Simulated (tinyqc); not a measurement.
Two-valley model of the transferred-electron effect: one step, computed by the program tinyqc. Command: `OMP_NUM_THREADS=1 python tinyqc.py 3016058 3016059 out.jsonl gunn walk`. One thread of a shared host (Intel(R) Xeon(R) Processor @ 2.30GHz), about 0.01 s of CPU time with the checks.

Both kinds of valley share one electron temperature T_e, and each has a constant mobility.

Question. Does a domain form? Space charge grows at the rate n e |mu_d|/(eps eps_0) during the transit time L/v, with v the valley velocity; Kroemer's criterion asks n L > eps eps_0 v/(e |mu_d|). Transit frequency v/L.

Inputs (values chosen for the exercise, for a model semiconductor):

| quantity | value | unit |
|---|---|---|
| lattice temperature T | 77 | K |
| doping n | 1.1e+16 | 1/cm^3 |
| device length L | 2.4 | micrometre |
| permittivity eps | 11.2 | - |

Solver: damped fixed point.

valley velocity = 0.2487468 1e7 cm/s

most negative differential mobility = -445.3256 cm^2/(V s)

Constants: eps_0 = 8.8541878128e-12 F/m; e = 1.602176634e-19 C.

Give: critical n L; n L of the device; transit frequency.

Answer.

critical n L = 3.457e+10 1/cm^2

n L of the device = 2.64e+12 1/cm^2

transit frequency = 10.36 GHz

n L is 76.4 times the critical product: a domain can mature if the bias field lies in the region of negative slope.
